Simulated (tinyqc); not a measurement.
From results back to parameters: propagation of a band-gap error through k.p and effective-mass formulas. Five cases, with inputs chosen for the exercise.

Problem. A calculation returned the electron mass below. With 1/me = 1 + Ep (E + 2 Dso/3)/(E (E + Dso)) and the given Ep and Dso, which gap E did it have, and by what factor is exp(-E/2kT) off against the gap Eg?

Constants: kB = 8.617333262e-05 eV/K.
Find: X = 1/me - 1; E; log10 of the factor.
Method. X E^2 + (X Dso - Ep) E - (2/3) Ep Dso = 0 has one positive root; the factor is exp((Eg - E)/2kT).

Case 1.

Values chosen (reference values near those of ZnSe, gap at low temperature; the results hold for these values, not for the real material): Eg = 2.863 eV (gap at Gamma to the s-like level); Dso = 0.396 eV (spin-orbit splitting); Ep = 23.9 eV (Kane energy); T = 77 K (temperature).

me = 0.1203789 m0

Solution.

X = 1/me - 1 = 7.307
E = 3.149 eV
log10 of the factor = -9.36

Case 2.

Values chosen (reference values near those of GaAs, gap at low temperature; the results hold for these values, not for the real material): Eg = 1.527 eV (gap at Gamma to the s-like level); Dso = 0.343 eV (spin-orbit splitting); Ep = 26.1 eV (Kane energy); T = 400 K (temperature).

me = 0.0393693 m0

Solution.

X = 1/me - 1 = 24.401
E = 0.977 eV
log10 of the factor = 3.46

Case 3.

Values chosen (reference values near those of InSb, gap at low temperature; the results hold for these values, not for the real material): Eg = 0.235 eV (gap at Gamma to the s-like level); Dso = 0.8 eV (spin-orbit splitting); Ep = 22.9 eV (Kane energy); T = 77 K (temperature).

me = 0.0272957 m0

Solution.

X = 1/me - 1 = 35.636
E = 0.512 eV
log10 of the factor = -9.07

Case 4.

Values chosen (reference values near those of GaAs, gap at low temperature; the results hold for these values, not for the real material): Eg = 1.508 eV (gap at Gamma to the s-like level); Dso = 0.338 eV (spin-orbit splitting); Ep = 25.7 eV (Kane energy); T = 300 K (temperature).

me = 0.0498191 m0

Solution.

X = 1/me - 1 = 19.073
E = 1.252 eV
log10 of the factor = 2.15

Case 5.

Values chosen (reference values near those of CdTe, gap at low temperature; the results hold for these values, not for the real material): Eg = 1.612 eV (gap at Gamma to the s-like level); Dso = 0.9 eV (spin-orbit splitting); Ep = 19.1 eV (Kane energy); T = 400 K (temperature).

me = 0.0366894 m0

Solution.

X = 1/me - 1 = 26.256
E = 0.580 eV
log10 of the factor = 6.50

Computed by tinyqc, one run a case: `OMP_NUM_THREADS=1 python tinyqc.py N N+1 out.jsonl` with N = 1851268, 1851272, 1880019, 1880025, 1880026; one thread of a shared Intel(R) Xeon(R) Processor @ 2.30GHz, about 0.01 s a run at most.
